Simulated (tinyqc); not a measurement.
Stripping the layer step by step: sheet resistance and Hall data of a diffused or implanted layer. Computed by tinyqc, a small Python program. Command: `OMP_NUM_THREADS=1 python tinyqc.py 3008377 3008378 out.jsonl layer walk`. One thread of a shared host (Intel(R) Xeon(R) Processor @ 2.30GHz), about 0.01 s of CPU time with the checks.

Carriers are taken equal to the net active doping down to the junction (full ionisation, which deep dopants in wide-gap hosts do not reach; no spill-over, no depletion), and the Hall factor is 1.

Inputs (values chosen for the exercise, modelled on donors in germanium):
```
quantity,value,unit
mu_min,286,cm^2/(V s)
mu_max,3940,cm^2/(V s)
N_ref,1.3e+17,1/cm^3
exponent alpha,0.56,-
peak concentration N_0,8.5e+18,1/cm^3
length scale l,79,nm
background doping N_B (opposite type),2.6e+16,1/cm^3
projected range R_p,86,nm
```

Profile: buried Gaussian (implant). Activation: complete.

Constants: e = 1.602176634e-19 C.

Method:
- N(x) = N_0 exp(-(x - R_p)^2/(2 l^2)) for x > 0, dose N_0 l sqrt(pi/2) erfc(-R_p/(l sqrt 2)), junction x_j = R_p + l sqrt(2 ln(N_0/N_B)); the layer starts at x_0 = max(0, 2 R_p - x_j).
- Mobility mu = mu_min + (mu_max - mu_min)/(1 + (N_t/N_ref)^alpha), N_t = active doping + N_B; carriers n = active doping - N_B, all dopants active.
- Integrals from x_0 (0 unless stated) to x_j by the midpoint rule on 400 even intervals: 1/R_s = e int n mu dx; sheet density n_s = int n dx; Hall sheet density (int n mu dx)^2/int n mu^2 dx; Hall mobility int n mu^2 dx/int n mu dx.
- After removing a depth d the integrals start at d. Differences between neighbouring rows give the local conductivity -d(1/R_s)/dx at the middle of the slice (the last slice uses one more step, not listed).

junction depth x_j = 354.826 nm

Differential sheet resistance:
```
removed d (nm),R_s (ohm),slice conductivity (S/cm),sigma at mid-slice (S/cm)
0,63.6,625.07,626.62
35,73.9,766.78,770.71
70,92.2,818.11,823.02
105,125.2,757.55,761.31
140,187.4,610.35,611.68
175,312.5,430.24,429.45
210,590.1,265.95,264.17
245,1309.4,141.82,139.98
```

What follows from these numbers?

R_s doubles after removing between 105 and 140 nm of a layer 355 nm deep, so half the current flows above that depth. Where sigma exceeds a tenth of its largest listed value, the slice values agree with it within 2 %.

Extremes, crossings and ranges named in words are read from the listed rows.
